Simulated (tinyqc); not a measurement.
Exact and approximate size effects: heat flow across a film from the phonon Boltzmann equation in the relaxation-time approximation. Computed by tinyqc, a small Python program. Command: `OMP_NUM_THREADS=1 python tinyqc.py 3008761 3008762 out.jsonl slabbte walk`. One thread of a shared host (Intel(R) Xeon(R) Processor @ 2.30GHz), about 0.01 s of CPU time with the checks.

Two black walls, hot at x = 0 and cold at x = L, emit phonons isotropically. For one free path Lambda, with tau = x/Lambda, tau_L = L/Lambda and phi = (T - T_cold)/Delta T, energy balance gives phi(tau) = (1/2) [E2(tau) + int_0^tau_L phi(s) E1(|tau - s|) ds]; E_n are the exponential integrals. The flux over the ballistic flux C v Delta T/4 is psi = 1 - 2 int_0^tau_L phi(s) E2(s) ds, and kappa_eff/kappa = (3/4) tau_L psi. kappa = C v Lambda/3 is an input, so at fixed kappa a longer free path means a smaller C v.

Inputs (values chosen for the exercise, modelled on diamond):
```
quantity            value  unit
free path Lambda_1    410    nm
free path Lambda_2   3600    nm
share f_2 of kappa   0.36     -
free path Lambda_3  18000    nm
share f_3 of kappa  0.078     -
```

Free-path groups: three.

Method:
- Cut the film into n equal cells with constant phi, collocated at the centres c_i: the kernel integrates to A_ij = |E2(|c_i - e_j|) - E2(|c_i - e_(j+1)|)|/2 for cell edges e_j, and A_ii = 1 - E2(half a cell); solve (1 - A) phi = E2(c)/2; psi = 1 - 2 sum_j phi_j [E3(e_j) - E3(e_(j+1))].
- Each group is solved on its own with 150 and 300 cells, psi = (4 psi(300) - psi(150))/3, and weighted by its share of kappa (f_1 is what the others leave); exchange of energy between groups inside the film is left out.
- Two-flux: kappa_eff/kappa = sum f_i/(1 + 4 Lambda_i/(3 L)). Matthiessen with the thickness: sum f_i/(1 + Lambda_i/L). Ballistic limit: sum f_i 3 L/(4 Lambda_i).

Kappa_eff/kappa:
```
L (nm)  Boltzmann  two-flux  Matthiessen  ballistic limit
12       0.012935  0.013008     0.017229         0.013276
41       0.041771  0.042391     0.055322         0.045358
100      0.092302  0.094578      0.12036          0.11063
250       0.18905   0.19499      0.23732          0.27657
620       0.33251   0.34181      0.39378          0.68591
1600      0.50402   0.51376      0.56450           1.7701
4100      0.66395   0.67311      0.71707         4.535825
10000     0.79162   0.79905      0.83243           11.063
```

The two-flux formula lies above the Boltzmann result by at most about 3.1 % (at L = 250 nm); the Matthiessen form is high by up to 33 %, since it misses the factor 3/4 of the ballistic limit. The thinnest film reaches 97 % of that limit, and the thickest, 25 Lambda_1, only 79 % of the bulk value: the long free paths keep the size effect alive far beyond Lambda_1.
